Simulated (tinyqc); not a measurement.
## Fixed charge and work-function difference from two thicknesses

Problem. With a fixed charge q Nf at the interface, Vfb = phi_ms - q Nf tox/(eps0 eox). Find Nf and phi_ms.

Values chosen for this exercise: relative permittivity of the gate insulator (close to silicon dioxide) eox = 3.9.

Constants: q = 1.602176634e-19 C, eps0 = 8.8541878128e-14 F/cm where lengths are in cm. Results are converted to the units shown.

Vfb at tox = 4 and 13 nm (V): -0.50668615  -0.51294985

Solution. Vfb is a straight line in tox: the slope gives Nf and the intercept at zero thickness phi_ms.

Nf = 1.500e10 cm^-2
phi_ms = -0.5039 V

Program tinyqc, `OMP_NUM_THREADS=1 python tinyqc.py 2060113 2060114 out.jsonl`; Intel Xeon 2.30GHz, shared host, one thread, about 0.01 s.
